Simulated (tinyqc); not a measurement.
Quasiparticle equation with a plasmon-pole self-energy for two band edges: one step. Linearised one-shot correction. Four cases, with inputs chosen for the exercise.

Question. Evaluate Sc and its slope at the mean-field energy; E = e + Z (X + Sc).

For each edge E = e + X + Sc(E), with the correlation part Sc(E) = A[0]/(E - a + w) + A[1]/(E - b - w); a and b are the valence and conduction energies that enter the Green function (a = ev, b = ec in the one-shot scheme). Z = 1/(1 - dSc/dE), dSc/dE = -A[0]/(E - a + w)^2 - A[1]/(E - b - w)^2.

Case 1.

Values chosen (scales of the order of those of HfO2; the results hold for these values, not for the real material): ev = 0 eV (mean-field valence top); ec = 4.05 eV (mean-field conduction edge); w = 14.8 eV (pole energy); Av = (26.7, 15.4) eV^2 (weights of the valence state on the hole and electron poles); Ac = (12.9, 27.1) eV^2 (the same for the conduction state); Xv = -2.22 eV (exchange minus the mean-field potential, valence); Xc = 2.04 eV (the same, conduction).

Case 2.

Values chosen (scales of the order of those of AlN; the results hold for these values, not for the real material): ev = 0 eV (mean-field valence top); ec = 4.2 eV (mean-field conduction edge); w = 18.3 eV (pole energy); Av = (51.5, 28.7) eV^2 (weights of the valence state on the hole and electron poles); Ac = (19.1, 50.7) eV^2 (the same for the conduction state); Xv = -3.07 eV (exchange minus the mean-field potential, valence); Xc = 2.86 eV (the same, conduction).

Case 3.

Values chosen (scales of the order of those of HfO2; the results hold for these values, not for the real material): ev = 0 eV (mean-field valence top); ec = 3.98 eV (mean-field conduction edge); w = 15.1 eV (pole energy); Av = (38, 15) eV^2 (weights of the valence state on the hole and electron poles); Ac = (14.4, 33.2) eV^2 (the same for the conduction state); Xv = -2.87 eV (exchange minus the mean-field potential, valence); Xc = 2.58 eV (the same, conduction).

Case 4.

Values chosen (scales of the order of those of Ge; the results hold for these values, not for the real material): ev = 0 eV (mean-field valence top); ec = 0.1 eV (mean-field conduction edge); w = 13.8 eV (pole energy); Av = (31.4, 12.1) eV^2 (weights of the valence state on the hole and electron poles); Ac = (12.1, 29.3) eV^2 (the same for the conduction state); Xv = -1.87 eV (exchange minus the mean-field potential, valence); Xc = 1.54 eV (the same, conduction).

Give: Terms; gap; gap with Z = 1.

Answer.

Case 1.

Terms:
```
edge        Sc (eV)   dSc/dE       Z  X + Sc (eV)   E (eV)
valence      0.9871  -0.1652  0.8582      -1.2329  -1.0581
conduction  -1.1467  -0.1600  0.8620       0.8933   4.8200
```

gap = 5.8781 eV
gap with Z = 1 = 6.1762 eV

The gap opens by 1.828 eV, 58 % of it by lowering the valence top. Setting Z = 1 would overshoot by 0.298 eV.

Case 2.

Terms:
```
edge        Sc (eV)   dSc/dE       Z  X + Sc (eV)   E (eV)
valence      1.5387  -0.2105  0.8261      -1.5313  -1.2651
conduction  -1.9216  -0.1891  0.8410       0.9384   4.9892
```

gap = 6.2542 eV
gap with Z = 1 = 6.6697 eV

The gap opens by 2.054 eV, 62 % of it by lowering the valence top. Setting Z = 1 would overshoot by 0.416 eV. X and Sc have opposite signs and are each larger than the sum they leave, so both must be converged well.

Case 3.

Terms:
```
edge        Sc (eV)   dSc/dE       Z  X + Sc (eV)   E (eV)
valence      1.7304  -0.2079  0.8279      -1.1396  -0.9435
conduction  -1.4440  -0.1852  0.8438       1.1360   4.9386
```

gap = 5.8820 eV
gap with Z = 1 = 6.2556 eV

The gap opens by 1.902 eV, 50 % of it by lowering the valence top. Setting Z = 1 would overshoot by 0.374 eV. X and Sc have opposite signs and are each larger than the sum they leave, so both must be converged well.

Case 4.

Terms:
```
edge        Sc (eV)   dSc/dE       Z  X + Sc (eV)   E (eV)
valence      1.4049  -0.2275  0.8147      -0.4651  -0.3789
conduction  -1.2527  -0.2165  0.8220       0.2873   0.3362
```

gap = 0.7151 eV
gap with Z = 1 = 0.8525 eV

The gap opens by 0.615 eV, 62 % of it by lowering the valence top. Setting Z = 1 would overshoot by 0.137 eV. X and Sc have opposite signs and are each larger than the sum they leave, so both must be converged well.

Computed by tinyqc, one run a case: `OMP_NUM_THREADS=1 python tinyqc.py N N+1 out.jsonl` with N = 1850521, 1850685, 1850692, 1850714; one thread of a shared Intel(R) Xeon(R) Processor @ 2.30GHz, about 0.03 s a run at most.
